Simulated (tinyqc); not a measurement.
# Floating body of a partially depleted SOI transistor: body voltage and kink: transfer curve and swing

Source at 0 V. Channel current Ic = 2 nf K Vt^2 [F(0) - F(Vd)](1 + la Vd), F(V) = ln^2(1 + exp((Vg - VT - nf V)/(2 nf Vt))), VT = VT0 - gb Vb. Saturation voltage Vs = 2 Vt sqrt(F(0)) + 3 Vt, excess Ve = (Vd - Vs + sqrt((Vd - Vs)^2 + 0.0004 V^2))/2, multiplication M1 = Ai Ve exp(-Bl/Ve). Each junction passes D(v) = J1 (exp(v/Vt) - 1) + J2 (exp(v/(2 Vt)) - 1). Bipolar current Ib = bb J1 (exp(Vb/Vt) - 1). The body settles where M1 (Ic + Ib) = D(Vb) + D(Vb - Vd) + Vb/Rb; drain current Id = (1 + M1)(Ic + Ib) - D(Vb - Vd).

Rows with more than one solution for Vb (latch) are left out; dId/dVd by a forward difference over 1e-4 V, swing = 1e-4 V over the change of log10 Id; M1 under 1e-12 is printed as 0.

Values chosen for this exercise; values of the order met in partially depleted silicon-on-insulator transistors:
- T = 300 K (temperature)
- VT0 = 0.55 V (threshold at zero body voltage)
- gb = 0.2 (fall of the threshold per volt of body voltage)
- nf = 1.45 (slope factor)
- K = 130 uA/(V^2 um) (gain factor per width)
- la = 0.08 1/V (channel-length modulation factor)
- Ai = 1.49 1/V (impact-ionisation prefactor)
- Bl = 6 V (impact-ionisation voltage)
- J1 = 2.2e-13 uA/um (diffusion saturation current of each junction)
- J2 = 2.2e-8 uA/um (recombination saturation current of each junction)
- bb = 1 (gain of the lateral bipolar transistor on the diffusion current)
- Rb = 1e9 kohm um (resistance of a weak body tie to the source (1e9 stands for no tie, and the term is then dropped))
- Vd = 1.1 V (drain voltage)

Constants: q = 1.602176634e-19 C, kB = 1.380649e-23 J/K, Vt = kB T/q. Results are converted to the units shown.

Result of one run:
columns A: Vg (V); B: Vb (V); C: M1; D: Id, floating (uA/um); E: Id, grounded (uA/um); F: ratio; G: swing, floating (mV/decade); H: swing, grounded (mV/decade)
```
A         B         C      D      E      F      G      H
0.7  0.5862  9.592e-4  3.543  1.243  2.850  317.8  208.7
```

What becomes of these results when the gate voltage Vg is changed from 0.7 to 0.5 V, all else the same?

Result of the changed run:
columns A: Vg (V); B: Vb (V); C: M1; D: Id, floating (uA/um); E: Id, grounded (uA/um); F: ratio; G: swing, floating (mV/decade); H: swing, grounded (mV/decade)
```
A         B         C       D        E      F      G      H
0.5  0.5407  0.002822  0.3665  0.04722  7.760  130.9  105.5
```

The whole series:
columns A: Vg (V); B: Vb (V); C: M1; D: Id, floating (uA/um); E: Id, grounded (uA/um); F: ratio; G: swing, floating (mV/decade); H: swing, grounded (mV/decade)
```
A          B         C         D         E      F      G      H
0.1  0.04564  0.004306  2.164e-6  1.702e-6  1.272  83.16  87.55
0.2   0.1240  0.004291  4.643e-5  2.405e-5  1.930  67.46  86.80
0.3   0.2945  0.004199  0.001559  3.374e-4  4.620  66.34  87.84
0.4   0.4510  0.003780   0.03805  0.004428  8.592  82.37  91.92
0.5   0.5407  0.002822    0.3665   0.04722  7.760  130.9  105.5
0.6   0.5761  0.001754     1.464    0.3214  4.556  213.2  141.3
0.7   0.5862  9.592e-4     3.543     1.243  2.850  317.8  208.7
0.8   0.5829  4.704e-4     6.578     3.116  2.111  433.8  301.5
0.9   0.5695  2.046e-4     10.51     6.002  1.750  556.1  407.9
```

Vb goes from 0.0456 through a maximum of 0.586 (at Vg = 0.7 V among the rows listed) to 0.570 V. The smallest swing among the rows is 66.3 mV a decade with a floating body (at Vg = 0.3 V) and 86.8 with a grounded one; Vt ln 10 = 59.5. The floating swing is smaller by more than 3 % for Vg = 0.1, 0.2, 0.3, 0.4 V, where the rising Vb lowers the threshold as Vg rises. In the first row the floating body raises the current by a factor of 1.27.

Range of the model: The multiplication law is an empirical form chosen for the exercise; self-heating and capacitive coupling to the body are left out, and the linear laws are rough once Vb passes about 0.7 V or M1 about 0.1.

Numbers from tinyqc (`OMP_NUM_THREADS=1 python tinyqc.py 2182064 2182065 out.jsonl`; about 0.2 s on one thread of a shared Intel Xeon 2.30GHz).
